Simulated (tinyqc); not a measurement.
# Tunnelling through a gate dielectric, WKB transmission and Tsu-Esaki current: effects of single changes

Electrons leave the emitter at x = 0. Energies E (motion across the layers) are in eV from the emitter Fermi level; the collector Fermi level lies at -V and offers states at every E. No charge in the dielectric and no image force: F1 = V/t1, U = phi1 - F1 x. With C = hbar^2/(2 m0), kappa = sqrt(m (U - E)/C) where U > E and 0 elsewhere; T(E) = exp(-S), S = 2 times the integral of kappa over x.

Parameters, values chosen for the exercise; dielectric values close to those of hafnium oxide: temperature T = 77 K; Fermi energy of the emitter above its band bottom Ef = 0.13 eV; emitter mass in the supply function me = 1 m0; barrier of layer 1 above the emitter Fermi level at zero bias phi1 = 1.52 eV; tunnelling mass of layer 1 m1 = 0.21 m0; thickness of layer 1 t1 = 1.5 nm; voltage across the dielectric V = 0.9 V.

Constants: q = 1.602176634e-19 C, kB = 1.380649e-23 J/K, hbar = 1.054571817e-34 J s, m0 = 9.1093837015e-31 kg, Vt = kB T/q, hbar^2/(2 m0) = 0.0380998212 eV nm^2. Results are converted to the units shown.

Each table varies one quantity; the others keep the values above.

## Effect of the barrier height

Each layer adds (2/F) sqrt(m/C) [G(u at its left edge) - G(u at its right edge)] to S, with u = U - E (0 where negative) and G(u) = (2/3) u^1.5. J = J0 times the integral of T(E) N(E) dE, N = ln[(1 + exp(-E/Vt))/(1 + exp((-E - V)/Vt))], J0 = q^2 me m0 kB T/(2 pi^2 hbar^3) (times 1e-4 for A/cm^2 per eV), from E = -Ef to far above the barrier (T = 1 there), by quadrature converged to the digits shown.

Effect of the barrier height:
```
phi1 (eV)  S at E = 0  T(E = 0)  J (A/cm^2)  mean E of the current (eV)
0.8             3.733   0.02392     1.832e6                    -0.07832
0.93            4.652  0.009543     8.261e5                    -0.08033
1.06            5.360  0.004702     4.386e5                    -0.08120
1.19            5.958  0.002585     2.516e5                    -0.08171
1.31            6.453  0.001576     1.576e5                    -0.08205
1.44            6.945  9.634e-4     9.859e4                    -0.08233
1.57            7.402  6.100e-4     6.358e4                    -0.08256
1.7             7.831  3.973e-4     4.204e4                    -0.08275
```

What does the table show?

J falls from 1.83e6 to 42000 A/cm^2, on average 1.82 decades for each eV, while S rises from 3.73 to 7.83, as phi1^(0.98) over the table (a flat barrier gives 0.5, a triangular one 1.5). In 4 of the 8 rows S is below 6, where a WKB prefactor of 1 is a rough guess.

## A Fowler-Nordheim plot

The thickness is set to t1 = 3.4 nm and V = F t1. The closed formula is J = A F^2 exp(-B/F), A = q^2 me/(16 pi^2 hbar m1 phi1) (A/V^2 with phi1 in volts), B = (4/3) sqrt(m1/C) phi1^1.5 (V/nm), C = hbar^2/(2 m0); it assumes zero temperature, a deep Fermi sea and S linear in E.

A Fowler-Nordheim plot:
```
F (V/nm)  J (A/cm^2)  J by the formula (A/cm^2)  ln(J/F^2), F in V/cm
0.6             3549                       9865                -23.04
0.71         1.812e4                    6.283e4                -21.75
0.83         6.566e4                    2.835e5                -20.77
0.94         1.603e5                    8.315e5                -20.13
1.06         3.437e5                    2.143e6                -19.61
1.17         6.030e5                    4.393e6                -19.24
1.29         9.984e5                    8.514e6                -18.93
1.4          1.469e6                    1.433e7                -18.71
```

What does the table show?

The slope of ln(J/F^2) against 1/F between the end rows is -4.548 V/nm, against B = 5.866 V/nm; read as B it gives phi1 = 1.28 eV. The integrated current is 0.36 times the formula in the first row and 0.10 times it in the last. In 4 of the 8 rows the field exceeds 10 MV/cm (up to 14.0), more than most dielectrics sustain; the model ignores breakdown. In 4 of the 8 rows S is below 6, where a WKB prefactor of 1 is a rough guess.

Computed by the program tinyqc: `OMP_NUM_THREADS=1 python tinyqc.py 2540073 2540074 out.jsonl`, one thread of a shared Intel Xeon 2.30GHz, about 0.02 s for the whole run.
